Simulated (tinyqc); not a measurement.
Inside a calculation: square lattice in a magnetic field (Harper-Hofstadter model). Values are carried at full precision from step to step, so a last printed digit may differ when a step is redone from the rounded ones.

Constants: h/e = 413566.7697 T angstrom^2.

Values chosen for the exercise (a lateral superlattice; the results hold for these values, not for the real material): p = 2 (flux per plaquette p/q, in units of h/e); q = 3; a = 1000 angstrom (period); tx = 0.9 meV (hopping along x); ty = 0.9 meV (hopping along y); k = (0.216, 0.114) (kx, ky).

## The field behind the flux

B = (p/q)(h/e)/a^2, and the field for one flux quantum a cell.

B = 0.2757 T
field for one quantum = 0.4136 T

## The Harper matrix

Landau gauge, lattice period 1: the magnetic cell has q sites j = 0 to q - 1 along x. H_jj = -2 ty cos(ky + 2 pi p j/q), H_(j,j+1) = -tx, and the bond from q - 1 back to 0 is H_(q-1,0) = -tx exp(i q kx). The levels depend on k only through cos(q kx) and cos(q ky), so the band edges lie at (0, 0) and (pi/q, pi/q).

Fill it in at the given k.

H(k) (meV), lower triangle (Hermitian):
```
                 0        1       2
0          -1.7883
1          -0.9000   0.7168
2  -0.7176-0.5432i  -0.9000  1.0715
```

## Levels at that k

Diagonalise; the trace is a check.

levels (meV): -2.4298  0.5575  1.8723

trace = 0.0000 meV

## Band edges

Diagonalise at (0, 0) and (pi/q, pi/q).

Bands (meV):

| band | bottom | top | width | gap above |
|---|---|---|---|---|
| 1 | -2.4588 | -1.8000 | 0.6588 | 1.1412 |
| 2 | -0.6588 | 0.6588 | 1.3177 | 1.1412 |
| 3 | 1.8000 | 2.4588 | 0.6588 | - |

The bands cover 2.635 meV of the zero-field width 4 (tx + ty) = 7.2 meV.

## Hall conductance of the gaps

Gap r (r bands filled) has sigma_xy = t_r e^2/h in size and relative sign, where r = q s_r + p t_r with integers and |t_r| <= q/2; the Chern number of band r is t_r - t_(r-1), with t_0 = t_q = 0.

Integers:

| r | t_r | s_r | Chern number of band r |
|---|---|---|---|
| 1 | -1 | 1 | -1 |
| 2 | 1 | 0 | 2 |
| 3 | 0 | 1 | -1 |

The first gap carries t = -1; a single Landau level would carry 1. Flux (q - 1)/q equals -1/q, so this is the Landau level of the reversed field.

## Checks

- Size of the Chern number of band 1 from plaquette phases against the integer equation: both 1.00.

Run: tinyqc, `OMP_NUM_THREADS=1 python tinyqc.py 1281155 1281156 out.jsonl`; Intel(R) Xeon(R) Processor @ 2.30GHz, one thread, shared host; about 0.02 s of CPU time with all checks.
